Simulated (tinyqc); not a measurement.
# From one set of inputs to another, one input at a time

Model: sheet resistance of a shallow doped layer with concentration-dependent mobility and limited activation. Computed by tinyqc, a small Python program. Command: `OMP_NUM_THREADS=1 python tinyqc.py 3003529 3003530 out.jsonl irvin ladder`. One thread of a shared host (Intel(R) Xeon(R) Processor @ 2.30GHz), about 0.02 s of CPU time with the checks.

A layer of one dopant lies in a background of the opposite type. Current flows parallel to the surface down to the junction; depletion is ignored.

The inputs printed are set A. Set A is modelled on boron in silicon; the values taken over come from a set modelled on arsenic in silicon. Inputs not listed in the table keep their values of set A, so the rows need not describe a real material.

Inputs (values chosen for the exercise, modelled on boron in silicon):
```
quantity                          value        unit
surface concentration C_s       1.9e+20      1/cm^3
length l                             14          nm
background C_B                  1.9e+15      1/cm^3
mobility floor mu_min              48.6  cm^2/(V s)
mobility mu_max                     460  cm^2/(V s)
reference density N_r          1.61e+17      1/cm^3
exponent alpha                     0.68           -
prefactor of the active limit   8.7e+22      1/cm^3
energy of the active limit        0.722          eV
anneal temperature T                750           C
```

Profile: Gaussian.

Constants: k_B = 8.617333262e-05 eV/K; e = 1.602176634e-19 C.

Method:
- C(x) = C_s exp(-x^2/(2 l^2)).
- Temperatures in kelvin are T(C) + 273.15.
- Active limit C_a = prefactor x exp(-energy/(k_B T)); the junction lies where C = C_B, and the profile exceeds C_a down to x_a (zero if C_s is below C_a). Slope at the junction in nm per decade = ln(10) C/|dC/dx|.
- Active density N = min(C, C_a); carriers n = N - C_B; mobility mu = mu_min + (mu_max - mu_min)/(1 + ((N + C_B)/N_r)^alpha).
- Integrals from 0 to x_j, where C = C_B (Gauss-Legendre, 60 points on each smooth piece; 1 nm = 1e-7 cm): dose int C dx, carriers int n dx, mean mobility int n mu dx/int n dx, R_s = 1/(e int n mu dx).

Each row keeps all changes above it:
```
input moved                                                                                                                                     from                           to  junction depth x_j (nm)  mean mobility (cm^2/(V s))  product R_s x_j (ohm nm)
set A                                                                                                                                              -                            -                    67.18                      64.265                     78822
prefactor of the active limit (1/cm^3) and energy of the active limit (eV)                                                            8.7e+22, 0.722                 2e+22, 0.476                    67.18                      56.039                     32727
mobility mu_max (cm^2/(V s)) and mobility floor mu_min (cm^2/(V s)) and reference density N_r (1/cm^3) and exponent alpha  460, 48.6, 1.61e+17, 0.68  1440, 50.6, 9.04e+16, 0.699                    67.18                      65.980                     27796
surface concentration C_s (1/cm^3)                                                                                                           1.9e+20                      2.2e+20                    67.61                      65.671                     26858
background C_B (1/cm^3)                                                                                                                      1.9e+15                      1.6e+17                    53.22                      65.156                     21391
anneal temperature T (C)                                                                                                                         750                          800                    53.22                      63.354                     18536
length l (nm)                                                                                                                                     14                          140                   532.23                      63.354                     18536
```

Where does the difference come from?

Junction depth x_j goes from 67.2 to 532, a factor 7.92 in all. The largest single move comes from length l (a factor 10.0), and background C_B works against it (a factor 0.787). Mean mobility goes from 64.3 to 63.4, a factor 0.9858 in all. The largest single move comes from mobility mu_max with mobility floor mu_min with reference density N_r with exponent alpha (a factor 1.18), but it runs against the net change; the largest move in the direction of the net change is prefactor of the active limit with energy of the active limit (a factor 0.872). Product R_s x_j goes from 78800 to 18500, a factor 0.235 in all. The largest single move comes from prefactor of the active limit with energy of the active limit (a factor 0.415). The single moves hold for this order of the switches; the total does not depend on the order.

Extremes, crossings and ranges named in words are read from the listed rows.
